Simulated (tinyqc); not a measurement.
# Defect equilibria of an oxide against oxygen pressure (mass action), step by step

A worked calculation. Computed by tinyqc, a small Python program that keeps every step. Command: `OMP_NUM_THREADS=1 python tinyqc.py 3003769 3003770 out.jsonl brouwer walk`. One thread of a shared host (Intel(R) Xeon(R) Processor @ 2.30GHz), about 0.01 s of CPU time with the checks. Intermediate numbers are printed to about 6 digits and carried at full precision; extremes and crossings named in words are read from the listed rows.

Defects: oxygen vacancies V (charge +2), electrons n, holes p, the ionic partner X = O_i'' (charge -2), and the dopant. Activities are taken equal to concentrations.

Inputs (values chosen for the exercise, for a model oxide):
```
quantity                           value             unit
reduction enthalpy H_r              5.02               eV
prefactor K_r0                   6.6e+67  cm^-9 atm^(1/2)
gap E_g                             3.25               eV
prefactor N_c N_v                6.6e+40            cm^-6
disorder enthalpy H_s                3.5               eV
prefactor K_s0                   1.1e+45            cm^-6
dopant density N_d               2.1e+19            cm^-3
temperature T                       1200                K
oxygen pressure P                  3e-17              atm
electron mobility mu_n              0.55       cm^2/(V s)
hole mobility mu_p                  0.46       cm^2/(V s)
vacancy diffusion prefactor D_0     0.02           cm^2/s
vacancy migration energy E_m        0.74               eV
```

Ionic disorder: anion Frenkel. Dopant (singly charged, fully ionised): acceptor.

Constants: k_B = 8.617333262e-05 eV/K; e = 1.602176634e-19 C.

## Equilibrium constants

K_r = K_r0 exp(-H_r/k_B T) = [V] n^2 P^(1/2); K_i = N_c N_v exp(-E_g/k_B T) = n p; K_s = K_s0 exp(-H_s/k_B T) = [X] [V].

K_r = 5.45095e+46 cm^-9 atm^(1/2)

K_i = 1.47960e+27 cm^-6

K_s = 2.19806e+30 cm^-6

## Trial electron densities

Neutrality: 2 [V] + p = n + 2 [X] + N_d. With n as the unknown, [V] = K_r/(n^2 P^(1/2)), p = K_i/n, [X] = K_s/[V]; the log ratio is ln(positive/negative).

Densities (cm^-3):
```
n                 [V]            p          [X]  log ratio
1.00e+16  9.95202e+22  1.47960e+11  2.20866e+07     9.1563
1.00e+17  9.95202e+20  1.47960e+10  2.20866e+09     4.5468
1.00e+18  9.95202e+18  1.47960e+09  2.20866e+11    -0.1001
1.00e+19  9.95202e+16  1.47960e+08  2.20866e+13    -5.0482
1.00e+20  9.95202e+14  1.47960e+07  2.20866e+15   -11.0152
```

## Solution at the given pressure

The root is found by 60 bisections in ln n between n = 1e-10 and 1e25 cm^-3.

n = 9.52207e+17 cm^-3

[V] = 1.09761e+19 cm^-3

p = 1.55386e+09 cm^-3

[X] = 2.00259e+11 cm^-3

The largest terms give the Brouwer balance 2 [V] = N_d; the smaller of the two terms is 96 % of the total charge of one sign.

## Conductivities

sigma_n = e n mu_n, sigma_p = e p mu_p, sigma_ion = 2 e [V] mu_V with mu_V = 2 e D/(k_B T) and D = D_0 exp(-E_m/k_B T); only the oxygen vacancies carry ionic current, and the ionic transport number is sigma_ion over the total.

sigma_n = 0.0839082 S/cm

sigma_p = 1.14520e-10 S/cm

sigma_ion = 0.00106128 S/cm

total conductivity = 0.0849695 S/cm

ionic transport number = 0.0124902

The conductor is mainly n-type electronic here.

## Brouwer diagram

The slope is d log n / d log P from this row and the one above; the last column names the largest term on each side. Pressures that give more than 3e21 cm^-3 are left out.

Log10 of the densities in cm^-3:
```
log10 P (atm)        n      [V]        p      [X]  slope of n      balance
-32            21.0096  20.7174   6.1606   9.6247           -    2 [V] = n
-28            20.3323  20.0718   6.8378  10.2702   -0.169304    2 [V] = n
-24            19.6201  19.4962   7.5500  10.8458   -0.178054    2 [V] = n
-20            18.8005  19.1354   8.3696  11.2066   -0.204897  2 [V] = N_d
-16            17.8504  19.0356   9.3197  11.3064   -0.237524  2 [V] = N_d
-12            16.8569  19.0227  10.3132  11.3194   -0.248384  2 [V] = N_d
-8             15.8576  19.0213  11.3126  11.3207   -0.249833  2 [V] = N_d
-4             14.8576  19.0212  12.3125  11.3208   -0.249983  2 [V] = N_d
0              13.8576  19.0212  13.3125  11.3208   -0.249998  2 [V] = N_d
```

Regimes: 2 [V] = n from log P = -32 to -24, where that balance predicts a slope of -1/6 and the table comes as close as -0.169; 2 [V] = N_d from log P = -20 to 0, where that balance predicts a slope of -1/4 and the table comes as close as -0.250. Rows with n or p near or above sqrt(N_c N_v) are degenerate, and n p = K_i is then only nominal.

## Conductivity against oxygen pressure

The formulas are those given above.

Log10 of the conductivities in S/cm:
```
log10 P (atm)    n-type    p-type     ionic     total  ionic transport number
-28             1.27741  -12.2947  -1.94282   1.27767                0.000602
-24             0.56519  -11.5825  -2.51839   0.56555                0.000824
-20            -0.25439  -10.7629  -2.87921  -0.25337                0.002367
-16            -1.20449   -9.8128  -2.97901  -1.19725                0.016529
-12            -2.19803   -8.8193  -2.99194  -2.13330                0.138470
-8             -3.19736   -7.8200  -2.99328  -2.78241                0.615358
-4             -4.19729   -6.8200  -2.99341  -2.96701                0.941014
0              -5.19729   -5.8200  -2.99343  -2.99008                0.992315
```

The ionic transport number exceeds 0.9 in the rows log P = -4, 0: the electrolytic window. The total has no minimum inside this range.

Checks made by the program: the three mass-action laws (relative difference below 1e-10).
